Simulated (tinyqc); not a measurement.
## Sheet resistance and contact resistivity from two gaps

Problem. A circular structure with r0 >> Lt has R = (Rsh/2 pi) [Lt (1/r0 + 1/r1) + ln(r1/r0)], r1 = r0 + sp, Lt = sqrt(rc/Rsh). Find Rsh, Lt and rc.

Inputs (values chosen for the exercise):
- r0 = 48 um (radius of the inner contact)

R at sp = 9.6 and 43 um (ohm): [1.9711645, 3.4277642]

Answer. R is linear in Rsh and Rsh Lt, so two gaps give both.

Rsh = 23.00 ohm/sq
Lt = 9.325 um
rc = 2.000e-5 ohm cm^2

Numbers from tinyqc (`OMP_NUM_THREADS=1 python tinyqc.py 2760005 2760006 out.jsonl`; about 0.01 s on one thread of a shared Intel Xeon 2.30GHz).
